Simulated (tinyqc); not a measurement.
Bound state in one dimension: Numerov shooting, finite differences, DVR, step by step. Computed by tinyqc, a small Python program that keeps every step. Settings: points = 96. Command: `OMP_NUM_THREADS=1 python tinyqc.py 20227 20228 out.jsonl` (the two numbers bound the seeds that draw the settings). One thread of a shared host (Intel(R) Xeon(R) Processor @ 2.60GHz), about 0.01 s of CPU time with the checks.

## Numerov steps at E = 0.1

One particle of mass 1 in V = 8.92 (1 - exp(-0.58 x))^2 (atomic units), psi = 0 at both ends:

| parameter | value |
|---|---|
| left end | -1.600000 |
| right end | 7 |
| intervals | 96 |
| h | 0.089583 |
| state sought (nodes) | 1 |

k_i = 2 m (E - V_i); (1 + h^2 k_(i+1)/12) y_(i+1) = 2 (1 - 5 h^2 k_i/12) y_i - (1 + h^2 k_(i-1)/12) y_(i-1), from y_0 = 0, y_1 = 0.001.

Points along the way:

| i | x | V | k | y |
|---|---|---|---|---|
| 0 | -1.600000 | 20.865688 | -41.531376 | 0.000000 |
| 1 | -1.510417 | 17.517569 | -34.835139 | 0.001000 |
| 2 | -1.420833 | 14.609733 | -29.019466 | 0.002277 |
| 3 | -1.331250 | 12.093162 | -23.986325 | 0.004085 |
| 4 | -1.241667 | 9.923961 | -19.647922 | 0.006680 |
| 5 | -1.152083 | 8.062831 | -15.925663 | 0.010329 |
| 32 | 1.266667 | 2.415074 | -4.630148 | 0.724754 |
| 33 | 1.356250 | 2.645778 | -5.091557 | 0.852351 |
| 34 | 1.445833 | 2.874539 | -5.549077 | 1.014983 |
| 35 | 1.535417 | 3.100492 | -6.000984 | 1.223092 |
| 36 | 1.625000 | 3.322915 | -6.445830 | 1.490478 |
| 37 | 1.714583 | 3.541205 | -6.882410 | 1.835472 |

## Bisection on the node count

With more sign changes than the state has nodes (the last point included) the energy is too high, else too low; the bracket starts as 0.1 to 10.

Trials:

| trial | E | sign changes | y at the right end | next |
|---|---|---|---|---|
| 1 | 5.05000000 | 2 | 2.24e+01 | lower |
| 2 | 2.57500000 | 1 | -3.30e+05 | raise |
| 3 | 3.81250000 | 2 | 9.48e+03 | lower |
| 4 | 3.19375000 | 1 | -1.12e+04 | raise |
| 5 | 3.50312500 | 2 | 9.59e+03 | lower |
| 6 | 3.34843750 | 2 | 3.64e+03 | lower |
| 7 | 3.27109375 | 1 | -2.35e+03 | raise |
| 8 | 3.30976562 | 2 | 9.63e+02 | lower |
| 9 | 3.29042969 | 1 | -6.08e+02 | raise |
| 10 | 3.30009766 | 2 | 1.98e+02 | lower |
| 11 | 3.29526367 | 1 | -2.00e+02 | raise |
| 12 | 3.29768066 | 2 | 9.57e-02 | lower |
| 13 | 3.29647217 | 1 | -9.97e+01 | raise |
| 14 | 3.29707642 | 1 | -4.97e+01 | raise |
| ... | ... | ... | ... | ... |
| 28 | 3.29767952 | 2 | 1.60e-03 | lower |
| 29 | 3.29767950 | 2 | 7.94e-05 | lower |
| 30 | 3.29767949 | 1 | -6.79e-04 | raise |

eigenvalue = 3.29767949 hartree

## The same grid by other methods

Three-point finite differences and the sine-DVR kinetic matrix of Colbert and Miller on the same points.

Lowest levels (hartree):

| state | finite differences | DVR |
|---|---|---|
| 0 | 1.181794 | 1.183151 |
| 1 | 3.292488 | 3.297697 |
| 2 | 5.066764 | 5.076767 |
| 3 | 6.506125 | 6.519552 |
